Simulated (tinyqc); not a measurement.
# Changing the fraction x of B

Model: elastic strain and critical thickness of a cubic alloy layer A(1-x)B(x) on a thick substrate. Computed by tinyqc, a small Python program. Command: `OMP_NUM_THREADS=1 python tinyqc.py 3027778 3027779 out.jsonl misfit sweep`. One thread of a shared host (Intel(R) Xeon(R) Processor @ 2.30GHz), about 0.02 s of CPU time with the checks.

Strain is positive in tension. The layer is coherent with the substrate unless said otherwise.

Inputs (values chosen for the exercise, modelled on Ga(1-x)In(x)As on InP):
```
quantity                           value      unit
lattice constant a_A               5.653  angstrom
lattice constant a_B               6.058  angstrom
substrate lattice constant a_S     5.869  angstrom
layer thickness h                     25        nm
X-ray wavelength                1.540593  angstrom
start of the iteration h0/b         1000         -
```

Growth plane: (111). Layer: buried under a thick cap. Misfit dislocation: 60-degree.

C11, C12, C44 of A (GPa): 119.8  53.39  59.61

C11, C12, C44 of B (GPa): 81.74  44.56  40.16

Method:
- a = (1 - x) a_A + x a_B, the same rule for each C_ij; misfit f = (a_S - a)/a, the in-plane strain of the coherent layer.
- (111): D = 2 (C11 + 2 C12 - 2 C44)/(C11 + 2 C12 + 4 C44), M = 6 C44 (C11 + 2 C12)/(C11 + 2 C12 + 4 C44). The free surface carries no normal stress, so e_perp = -D f; dV/V = 2 f + e_perp; stress = M f; energy per area = M f^2 h (1 GPa nm = 1 J/m^2).
- Reflection 111: d = a_perp/sqrt(3), with a_perp = a (1 + e_perp) for the coherent layer, a for the relaxed layer and a_S for the substrate; sin(theta) = lambda/(2 d).
- Voigt averages: G = (C11 - C12 + 3 C44)/5, B = (C11 + 2 C12)/3, nu = (3 B - 2 G)/(2 (3 B + G)); b = a/sqrt(2). The 60-degree dislocation has cos alpha = 1/2, and cos lambda = sqrt(3)/6 on (111), for glide on an inclined {111} plane.
- Matthews-Blakeslee: h_c = A [ln(h_c/b) + 1], A = b (1 - nu cos^2 alpha)/(4 pi |f| (1 + nu) cos lambda), the factor 4 pi being that of a buried layer, with a dislocation at both interfaces.
- Start at h0, put the right side back in, and stop when the change is below 1e-9 h or h turns negative.

One run for each value; columns: (1) fraction x of B; (2) misfit f; (3) in-plane stress (GPa); (4) critical thickness h_c (Matthews-Blakeslee) (nm); (5) peak separation of the coherent layer (arcsec); (6) biaxial modulus M (GPa):
```
(1)        (2)     (3)    (4)    (5)    (6)
0.04   0.03524   6.072   10.1   2530  172.3
0.13   0.02863   4.804   13.3   2056  167.8
0.22   0.02210   3.609   18.5   1589  163.3
0.32   0.01494   2.366   30.3   1075  158.3
0.41   0.00858   1.321   59.6    619  153.8
0.50   0.00231   0.344  279.9    166  149.3
0.59  -0.00390  -0.564  152.6   -282  144.8
0.78  -0.01674  -2.264   26.6  -1215  135.3
0.87  -0.02270  -2.969   18.2  -1653  130.8
0.96  -0.02860  -3.610   13.6  -2088  126.2
```

Give the missing row, fraction x of B = 0.68.

Computed row; columns: (1) fraction x of B; (2) misfit f; (3) in-plane stress (GPa); (4) critical thickness h_c (Matthews-Blakeslee) (nm); (5) peak separation of the coherent layer (arcsec); (6) biaxial modulus M (GPa):
```
(1)        (2)     (3)   (4)   (5)    (6)
0.68  -0.01002  -1.406  49.8  -726  140.3
```

Interpolating between the two neighbouring rows (the first column on a logarithmic scale, the others too where they are positive) misses most in critical thickness h_c (Matthews-Blakeslee) (nm), by 26 %. Over the rows, misfit f falls from 0.0352 to -0.0286; in-plane stress (GPa) falls from 6.07 to -3.61; critical thickness h_c (Matthews-Blakeslee) (nm) goes from 10.1 through a maximum among these rows, 280 at 0.500, to 13.6. The misfit changes sign between x = 0.50 and 0.59, where the layer is lattice matched and h_c grows without bound.

Caution (rows 0.0400, 0.130, 0.220, 0.870, 0.960): above about 2 % misfit, linear elasticity is rough and compressed layers tend to form islands before dislocations.

Extremes, crossings and ranges named in words are read from the listed rows.
